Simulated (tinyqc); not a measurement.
## Gap and mass from two generation rates

Inverse problem. In the two-band model the band-to-band tunnelling rate in a uniform field is G = A F^2 exp(-B/F), with B = pi sqrt(m/C) Eg^1.5/4 (V/nm), A = 1e21 (2 q/h) m Eg/(16 pi C B) for G in cm^-3 s^-1 and F in V/nm, C = hbar^2/(2 m0). Find B, A, Eg and m.

Constants: q = 1.602176634e-19 C, hbar = 1.054571817e-34 J s, h = 6.62607015e-34 J s, m0 = 9.1093837015e-31 kg, hbar^2/(2 m0) = 0.0380998212 eV nm^2. Results are converted to the units shown.

G at F = 0.027 and 0.052 V/nm (cm^-3 s^-1): 9.2633211e23  8.8611691e27

Answer. The slope of ln(G/F^2) against 1/F is -B and the intercept gives A. The product A B fixes m Eg, and B = (pi/4) Eg sqrt(m Eg/C) then gives Eg.

B = 0.441 V/nm
A = 1.58e34 cm^-3 s^-1 (V/nm)^-2
Eg = 0.659 eV
m = 0.0420 m0

Numbers from tinyqc (`OMP_NUM_THREADS=1 python tinyqc.py 2620031 2620032 out.jsonl`; about 0.01 s on one thread of a shared Intel Xeon 2.30GHz).
